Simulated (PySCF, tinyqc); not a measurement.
Worked calculation: MP2 on RHF in the 6-31g basis, for H3+, spin multiplicity 1. The lowest restricted solution is unstable here: a spin-polarised one lies 0.0044 hartree lower (PySCF). Computed by tinyqc, a small Python program that keeps every step (integrals from PySCF). Settings: charge = 1, multiplicity = 1, basis = 6-31g, method = RHF, energy threshold = 1e-10, iteration cap = 77, orthogonalisation = symmetric, start = atomic densities, DIIS depth = 6. Command: `OMP_NUM_THREADS=1 python tinyqc.py 24577 24578 out.jsonl` (the two numbers bound the seeds that draw the settings). One thread of a shared host (Intel(R) Xeon(R) Processor @ 2.60GHz), about 0.08 s of CPU time with the checks. The early iterations of the SCF are left out here.

## One-electron integrals

Geometry (angstrom):
```
atom       x       y        z
H     0.0000  0.0000   0.0000
H     0.0000  0.0000   1.2030
H     0.0000  0.0000  -1.2030
```

Basis 6-31g: exponents (1/bohr^2) and contraction coefficients of normalised primitives:
```
element  l (shell)  exponent  coefficient
H            s (1)   18.7311       0.0335
H            s (1)    2.8254       0.2347
H            s (1)    0.6401       0.8138
H            s (2)    0.1613       1.0000
```

Overlap, kinetic and nuclear-attraction integrals over the contracted functions; the nuclear repulsion is the sum of Za Zb / Rab.

nuclear repulsion = 1.099703 hartree

overlap S, lower triangle:
```
        1H 1s   1H 2s   2H 1s   2H 2s   3H 1s   3H 2s
1H 1s  1.0000
1H 2s  0.6583  1.0000
2H 1s  0.1448  0.3338  1.0000
2H 2s  0.3338  0.6592  0.6583  1.0000
3H 1s  0.1448  0.3338  0.0009  0.0439  1.0000
3H 2s  0.3338  0.6592  0.0439  0.1888  0.6583  1.0000
```

kinetic energy T (hartree), lower triangle:
```
         1H 1s   1H 2s    2H 1s    2H 2s   3H 1s   3H 2s
1H 1s   1.3957
1H 2s   0.2597  0.2419
2H 1s  -0.0361  0.0718   1.3957
2H 2s   0.0718  0.1152   0.2597   0.2419
3H 1s  -0.0361  0.0718  -0.0030  -0.0138  1.3957
3H 2s   0.0718  0.1152  -0.0138  -0.0051  0.2597  0.2419
```

nuclear attraction V (hartree), lower triangle:
```
         1H 1s    1H 2s    2H 1s    2H 2s    3H 1s    3H 2s
1H 1s  -2.5328
1H 2s  -1.3194  -1.4609
2H 1s  -0.2929  -0.6135  -2.3130
2H 2s  -0.6565  -0.9330  -1.1756  -1.2708
3H 1s  -0.2929  -0.6135  -0.0019  -0.0805  -2.3130
3H 2s  -0.6565  -0.9330  -0.0805  -0.2758  -1.1756  -1.2708
```

core Hamiltonian H = T + V (hartree), lower triangle:
```
         1H 1s    1H 2s    2H 1s    2H 2s    3H 1s    3H 2s
1H 1s  -1.1372
1H 2s  -1.0597  -1.2190
2H 1s  -0.3290  -0.5417  -0.9173
2H 2s  -0.5846  -0.8178  -0.9159  -1.0288
3H 1s  -0.3290  -0.5417  -0.0049  -0.0943  -0.9173
3H 2s  -0.5846  -0.8178  -0.0943  -0.2809  -0.9159  -1.0288
```

## Two-electron integrals

Functions are numbered as in S; the eight-fold symmetry (ij|kl) = (ji|kl) = (kl|ij) leaves the list below.

Two-electron integrals (ij|kl) in chemists' order, unique and non-zero (hartree):
```
(11|11) 1.0766     (21|11) 0.5785     (21|21) 0.3294     (22|11) 0.5874
(22|21) 0.3613     (22|22) 0.4532     (31|11) 0.1079     (31|21) 0.0641
(31|22) 0.0748     (31|31) 0.0191     (32|11) 0.1711     (32|21) 0.1084
(32|22) 0.1433     (32|31) 0.0363     (32|32) 0.0837     (33|11) 0.4376
(33|21) 0.2847     (33|22) 0.3982     (33|31) 0.1079     (33|32) 0.2822
(33|33) 1.0766     (41|11) 0.2822     (41|21) 0.1621     (41|22) 0.1804
(41|31) 0.0363     (41|32) 0.0633     (41|33) 0.1711     (41|41) 0.0837
(42|11) 0.3463     (42|21) 0.2159     (42|22) 0.2792     (42|31) 0.0548
(42|32) 0.1157     (42|33) 0.3463     (42|41) 0.1157     (42|42) 0.1969
(43|11) 0.2847     (43|21) 0.1839     (43|22) 0.2552     (43|31) 0.0641
(43|32) 0.1621     (43|33) 0.5785     (43|41) 0.1084     (43|42) 0.2159
(43|43) 0.3294     (44|11) 0.3982     (44|21) 0.2552     (44|22) 0.3534
(44|31) 0.0748     (44|32) 0.1804     (44|33) 0.5874     (44|41) 0.1433
(44|42) 0.2792     (44|43) 0.3613     (44|44) 0.4532     (51|11) 0.1079
(51|21) 0.0641     (51|22) 0.0748     (51|31) 0.0094     (51|32) 0.0163
(51|33) 0.0427     (51|41) 0.0281     (51|42) 0.0379     (51|43) 0.0281
(51|44) 0.0420     (51|51) 0.0191     (52|11) 0.1711     (52|21) 0.1084
(52|22) 0.1433     (52|31) 0.0163     (52|32) 0.0301     (52|33) 0.0810
(52|41) 0.0474     (52|42) 0.0707     (52|43) 0.0533     (52|44) 0.0806
(52|51) 0.0363     (52|52) 0.0837     (53|11) 0.0009     (53|21) 4.83e-04
(53|22) 0.0005     (53|31) 9.23e-05   (53|32) 1.51e-04   (53|33) 3.90e-04
(53|41) 2.37e-04   (53|42) 3.03e-04   (53|43) 2.53e-04   (53|44) 3.52e-04
(53|51) 9.23e-05   (53|52) 1.51e-04   (53|53) 7.15e-07   (54|11) 0.0268
(54|21) 0.0165     (54|22) 0.0206     (54|31) 0.0025     (54|32) 0.0045
(54|33) 0.0119     (54|41) 0.0073     (54|42) 0.0104     (54|43) 0.0079
(54|44) 0.0118     (54|51) 0.0051     (54|52) 0.0106     (54|53) 2.34e-05
(54|54) 0.0014     (55|11) 0.4376     (55|21) 0.2847     (55|22) 0.3982
(55|31) 0.0427     (55|32) 0.0810     (55|33) 0.2199     (55|41) 0.1234
(55|42) 0.1909     (55|43) 0.1448     (55|44) 0.2197     (55|51) 0.1079
(55|52) 0.2822     (55|53) 3.90e-04   (55|54) 0.0332     (55|55) 1.0766
(61|11) 0.2822     (61|21) 0.1621     (61|22) 0.1804     (61|31) 0.0281
(61|32) 0.0474     (61|33) 0.1234     (61|41) 0.0764     (61|42) 0.1011
(61|43) 0.0806     (61|44) 0.1160     (61|51) 0.0363     (61|52) 0.0633
(61|53) 2.37e-04   (61|54) 0.0094     (61|55) 0.1711     (61|61) 0.0837
(62|11) 0.3463     (62|21) 0.2159     (62|22) 0.2792     (62|31) 0.0379
(62|32) 0.0707     (62|33) 0.1909     (62|41) 0.1011     (62|42) 0.1536
(62|43) 0.1248     (62|44) 0.1831     (62|51) 0.0548     (62|52) 0.1157
(62|53) 3.03e-04   (62|54) 0.0157     (62|55) 0.3463     (62|61) 0.1157
(62|62) 0.1969     (63|11) 0.0268     (63|21) 0.0165     (63|22) 0.0206
(63|31) 0.0051     (63|32) 0.0106     (63|33) 0.0332     (63|41) 0.0094
(63|42) 0.0157     (63|43) 0.0195     (63|44) 0.0226     (63|51) 0.0025
(63|52) 0.0045     (63|53) 2.34e-05   (63|54) 0.0007     (63|55) 0.0119
(63|61) 0.0073     (63|62) 0.0104     (63|63) 0.0014     (64|11) 0.1109
(64|21) 0.0682     (64|22) 0.0856     (64|31) 0.0141     (64|32) 0.0271
(64|33) 0.0752     (64|41) 0.0341     (64|42) 0.0527     (64|43) 0.0482
(64|44) 0.0667     (64|51) 0.0141     (64|52) 0.0271     (64|53) 9.64e-05
(64|54) 0.0039     (64|55) 0.0752     (64|61) 0.0341     (64|62) 0.0527
(64|63) 0.0039     (64|64) 0.0162     (65|11) 0.2847     (65|21) 0.1839
(65|22) 0.2552     (65|31) 0.0281     (65|32) 0.0533     (65|33) 0.1448
(65|41) 0.0806     (65|42) 0.1248     (65|43) 0.0953     (65|44) 0.1445
(65|51) 0.0641     (65|52) 0.1621     (65|53) 2.53e-04   (65|54) 0.0195
(65|55) 0.5785     (65|61) 0.1084     (65|62) 0.2159     (65|63) 0.0079
(65|64) 0.0482     (65|65) 0.3294     (66|11) 0.3982     (66|21) 0.2552
(66|22) 0.3534     (66|31) 0.0420     (66|32) 0.0806     (66|33) 0.2197
(66|41) 0.1160     (66|42) 0.1831     (66|43) 0.1445     (66|44) 0.2178
(66|51) 0.0748     (66|52) 0.1804     (66|53) 3.52e-04   (66|54) 0.0226
(66|55) 0.5874     (66|61) 0.1433     (66|62) 0.2792     (66|63) 0.0118
(66|64) 0.0667     (66|65) 0.3613     (66|66) 0.4532
```

## Orthogonalisation

S = U s U^T; symmetric (Loewdin) form X = U s^(-1/2) U^T, so that X^T S X = 1.

eigenvalues of S: 0.0942  0.2836  0.3948  0.8581  1.5267  2.8426

X, lower triangle:
```
         1H 1s    1H 2s    2H 1s   2H 2s    3H 1s   3H 2s
1H 1s   1.2746
1H 2s  -0.5933   2.1643
2H 1s   0.0049   0.0121   1.2546
2H 2s   0.0635  -0.7520  -0.4997  1.6305
3H 1s   0.0049   0.0121  -0.0082  0.0283   1.2546
3H 2s   0.0635  -0.7520   0.0283  0.2061  -0.4997  1.6305
```

## Iteration 7 (converged): orbitals

converged F (hartree), lower triangle:
```
         1H 1s    1H 2s    2H 1s    2H 2s    3H 1s    3H 2s
1H 1s  -0.2854
1H 2s  -0.6880  -0.7045
2H 1s  -0.3354  -0.4251  -0.1864
2H 2s  -0.4523  -0.5159  -0.5326  -0.5026
3H 1s  -0.3354  -0.4251  -0.0627  -0.1499  -0.1864
3H 2s  -0.4523  -0.5159  -0.1499  -0.2636  -0.5326  -0.5026
```

Diagonalise F' = X^T F X, C = X C', fill 1 alpha and 1 beta electrons from the bottom; D = 2 C_occ C_occ^T. Each column has its largest component positive (the first on a tie).

F' = X^T F X (hartree), lower triangle:
```
         1        2        3        4        5       6
1   0.2497
2  -0.6548   0.0410
3  -0.1285  -0.1382   0.2365
4  -0.0920  -0.1926  -0.5200   0.0035
5  -0.1285  -0.1382  -0.0101   0.0129   0.2365
6  -0.0920  -0.1926   0.0129  -0.0528  -0.5200  0.0035
```

orbital energies (hartree): MO1 -0.8743, MO2 -0.3899, MO3 -0.0844, MO4 0.6007, MO5 0.6928, MO6 0.8257

coefficients C:
```
          MO1      MO2      MO3      MO4      MO5      MO6
1H 1s  0.2999   0.0000   0.2587   0.2841   0.0000  -1.3219
1H 2s  0.4264   0.0000   1.3980   0.0908   0.0000   2.0057
2H 1s  0.2054   0.2869  -0.1585   0.8780  -0.9244   0.2230
2H 2s  0.1334   0.5325  -0.9829  -0.8362   0.9329  -0.8272
3H 1s  0.2054  -0.2869  -0.1585   0.8780   0.9244   0.2230
3H 2s  0.1334  -0.5325  -0.9829  -0.8362  -0.9329  -0.8272
```

D after iteration 7, lower triangle:
```
        1H 1s   1H 2s   2H 1s   2H 2s   3H 1s   3H 2s
1H 1s  0.1798
1H 2s  0.2557  0.3637
2H 1s  0.1232  0.1752  0.0844
2H 2s  0.0800  0.1138  0.0548  0.0356
3H 1s  0.1232  0.1752  0.0844  0.0548  0.0844
3H 2s  0.0800  0.1138  0.0548  0.0356  0.0548  0.0356
```

## Convergence

Stop when the energy changes by less than 1e-10 hartree and every element of the error matrix X^T (F D S - S D F) X is below 3e-06.

Course of the cycle:
```
iteration  E (hartree)     change  largest element of the error matrix
1            -0.689038          -                             5.53e-02
2            -1.154485  -4.65e-01                             1.83e-02
3            -1.155210  -7.24e-04                             3.43e-03
4            -1.155248  -3.82e-05                             1.25e-04
5            -1.155248  -5.33e-08                             1.16e-05
6            -1.155248  -3.65e-10                             2.45e-07
7            -1.155248  -1.26e-13                             2.99e-11
```

PySCF RHF in the same basis = -1.155248 hartree

Converged in 7 iterations.

## Integrals over molecular orbitals

(pq|rs) = sum C_ip C_jq C_kr C_ls (ij|kl), one index at a time.

one-electron integrals over orbitals h = C^T H C (hartree), lower triangle:
```
         1        2        3        4        5        6
1  -1.3807
2   0.0000  -1.0765
3  -0.0788   0.0000  -0.8080
4  -0.0566   0.0000   0.0989  -0.1402
5   0.0000   0.1099   0.0000   0.0000  -0.0272
6   0.0766   0.0000   0.1703   0.0401   0.0000  -0.1216
```

Two-electron integrals over orbitals (pq|rs), unique and non-zero (hartree):
```
(11|11) 0.5064    (21|21) 0.1182    (22|11) 0.4024    (22|22) 0.4193
(31|11) 0.0788    (31|22) -0.0200   (31|31) 0.0813    (32|21) -0.0993
(32|32) 0.1071    (33|11) 0.4024    (33|22) 0.3668    (33|31) 0.0266
(33|33) 0.3643    (41|11) 0.0566    (41|22) 0.0714    (41|31) -0.0152
(41|33) 0.0434    (41|41) 0.0459    (42|21) 0.0680    (42|32) -0.0530
(42|42) 0.0780    (43|11) -0.0570   (43|22) -0.0618   (43|31) 0.0064
(43|33) -0.0364   (43|41) -0.0307   (43|43) 0.0364    (44|11) 0.3935
(44|22) 0.4072    (44|31) -0.0172   (44|33) 0.3531    (44|41) 0.0792
(44|43) -0.0714   (44|44) 0.4198    (51|21) -0.0486   (51|32) 0.0395
(51|42) -0.0559   (51|51) 0.0406    (52|11) -0.0792   (52|22) -0.0971
(52|31) 0.0187    (52|33) -0.0565   (52|41) -0.0576   (52|43) 0.0493
(52|44) -0.1113   (52|52) 0.0798    (53|21) 0.0290    (53|32) -0.0157
(53|42) 0.0469    (53|51) -0.0321   (53|53) 0.0346    (54|21) -0.1510
(54|32) 0.1389    (54|42) -0.1045   (54|51) 0.0763    (54|53) -0.0459
(54|54) 0.2255    (55|11) 0.3803    (55|22) 0.4081    (55|31) -0.0286
(55|33) 0.3492    (55|41) 0.0822    (55|43) -0.0700   (55|44) 0.4207
(55|52) -0.1130   (55|55) 0.4241    (61|11) -0.0766   (61|22) -0.0017
(61|31) -0.0624   (61|33) -0.0476   (61|41) -0.0052   (61|43) -0.0124
(61|44) 0.0025    (61|52) -0.0072   (61|55) 0.0073    (61|61) 0.0901
(62|21) 0.0273    (62|32) -0.0167   (62|42) 0.0259    (62|51) -0.0178
(62|53) 0.0175    (62|54) -0.0375   (62|62) 0.0137    (63|11) -0.1164
(63|22) -0.0463   (63|31) -0.0556   (63|33) -0.0656   (63|41) -0.0258
(63|43) 0.0145    (63|44) -0.0485   (63|52) 0.0276    (63|55) -0.0422
(63|61) 0.0722    (63|63) 0.0802    (64|11) -0.0227   (64|22) 0.0247
(64|31) -0.0396   (64|33) -0.0008   (64|41) 0.0207    (64|43) -0.0089
(64|44) 0.0279    (64|52) -0.0241   (64|55) 0.0353    (64|61) 0.0242
(64|63) 0.0189    (64|64) 0.0287    (65|21) -0.0422   (65|32) 0.0434
(65|42) -0.0312   (65|51) 0.0239    (65|53) -0.0110   (65|54) 0.0660
(65|62) -0.0078   (65|65) 0.0230    (66|11) 0.5187    (66|22) 0.3541
(66|31) 0.1320    (66|33) 0.4064    (66|41) 0.0421    (66|43) -0.0324
(66|44) 0.3504    (66|52) -0.0488   (66|55) 0.3317    (66|61) -0.1522
(66|63) -0.1669   (66|64) -0.0554   (66|66) 0.6347
```

## Second-order Moller-Plesset energy

Hartree-Fock energy = -1.155248 hartree

E2 = sum_ijab (ia|jb) [2 (ia|jb) - (ib|ja)] / (e_i + e_j - e_a - e_b) over occupied i, j and virtual a, b; the opposite-spin part is (ia|jb)^2 / denominator, the rest is same-spin, and SCS-MP2 scales them by 6/5 and 1/3.

Terms:
```
i  j  a  b  (ia|jb)  (ib|ja)  denominator       term
1  1  2  2   0.1182   0.1182      -0.9688    -0.0144
1  1  3  3   0.0813   0.0813      -1.5796    -0.0042
1  1  6  6   0.0901   0.0901      -3.3999    -0.0024
1  1  6  3  -0.0624  -0.0624      -2.4898    -0.0016
1  1  3  6  -0.0624  -0.0624      -2.4898    -0.0016
1  1  5  2  -0.0486  -0.0486      -2.0515    -0.0012
1  1  2  5  -0.0486  -0.0486      -2.0515    -0.0012
1  1  4  4   0.0459   0.0459      -2.9500    -0.0007
1  1  5  5   0.0406   0.0406      -3.1342    -0.0005
1  1  4  3  -0.0152  -0.0152      -2.2648  -1.02e-04
1  1  3  4  -0.0152  -0.0152      -2.2648  -1.02e-04
1  1  6  4  -0.0052  -0.0052      -3.1750  -8.65e-06
1  1  4  6  -0.0052  -0.0052      -3.1750  -8.65e-06
```

Pair energies (hartree; pair i-j sums ij and ji):
```
pair  opposite spin  same spin
1-1         -0.0279          0
```

MP2 correlation energy = -0.027885 hartree

SCS-MP2 correlation energy = -0.033462 hartree

MP2 total energy = -1.183134 hartree
